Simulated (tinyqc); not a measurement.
## Gap and radiative efficiency from Jsc and Voc

Question. Photon flux above E from a black body at temperature T into a hemisphere: Phi(E, T) = A sum_k exp(-k E/th)[E^2 th/k + 2 E th^2/k^2 + 2 th^3/k^3], k = 1, 2, ..., with th = kB T/q in eV and A = 2 pi q^3/(h^3 c^2). A cell with a sharp absorption edge has Jsc = q F Phi(Eg, Ts) and Voc = Vt ln(1 + Jsc/J0), J0 = q ge Phi(Eg, T)/ERE. Find Eg and ERE.

Inputs (values chosen for the exercise):
```
symbol,value,unit,meaning
T,320,K,cell temperature
Ts,1200,K,emitter temperature
F,0.57,,share of the hemisphere filled by the emitter
ge,1,,number of faces that emit
```

Constants: q = 1.602176634e-19 C, kB = 1.380649e-23 J/K, h = 6.62607015e-34 J s, c = 299792458 m/s, Vt = kB T/q. Results are converted to the units shown.

Jsc = 11.3972457 mA/cm^2
Voc = 0.799339028 V

Answer. Phi falls steadily with E, so Jsc fixes Eg; Voc gives J0, and its ratio to the radiative dark current is 1/ERE.

Eg = 1.23 eV
ERE = 0.0100

Numbers from tinyqc (`OMP_NUM_THREADS=1 python tinyqc.py 2820001 2820002 out.jsonl`; about 0.01 s on one thread of a shared Intel Xeon 2.30GHz).
